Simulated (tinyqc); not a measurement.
Heavy doping: gap narrowing, degeneracy and the minority density: one step. Degeneracy of the majority band. Three cases, with inputs chosen for the exercise.

Task: Solve for eta and form gam.

F_j(eta) = (1/Gamma(j + 1)) integral_0^infinity x^j dx/(1 + exp(x - eta)), which tends to exp(eta) for eta << 0.

Majority: N = Nc F_1/2(eta), eta the distance of EF beyond the majority band edge in kT. Degeneracy factor gam = F_1/2(eta)/exp(eta). ni0^2 = Nc Nv exp(-Eg/kT); product n p = ni0^2 gam exp(dEg/kT), dEg the true narrowing; apparent narrowing dEa = dEg + kT ln gam; minority density = n p/N.

Case 1.

Values chosen (out of a larger set: gap and densities of states near those of Si at this temperature; narrowing constants near the fits for Si; not measured data): N = 2.8e+19 1/cm^3 (ionised donors, equal to the majority density); Nc = 2e+19 1/cm^3 (conduction-band density of states).

Case 2.

Values chosen (out of a larger set: gap and densities of states near those of Si at this temperature; narrowing constants near the fits for Si; not measured data): N = 4.2e+19 1/cm^3 (ionised donors, equal to the majority density); Nc = 2.1e+19 1/cm^3 (conduction-band density of states).

Case 3.

Values chosen (out of a larger set: gap and densities of states near those of Si at this temperature; narrowing constants near the fits for Si; not measured data): N = 3.5e+18 1/cm^3 (ionised donors, equal to the majority density); Nc = 3.49e+19 1/cm^3 (conduction-band density of states).

Give: N/Nc; eta; gam.

Result:

Case 1.

N/Nc = 1.400
eta = 0.8221
gam = 0.6153

Case 2.

N/Nc = 2.000
eta = 1.3816
gam = 0.5024

Case 3.

N/Nc = 0.1003
eta = -2.2643
gam = 0.9652

Computed by tinyqc, one run a case: `OMP_NUM_THREADS=1 python tinyqc.py N N+1 out.jsonl` with N = 1681717, 1681735, 1682170; one thread of a shared Intel(R) Xeon(R) Processor @ 2.30GHz, about 0.02 s a run at most.
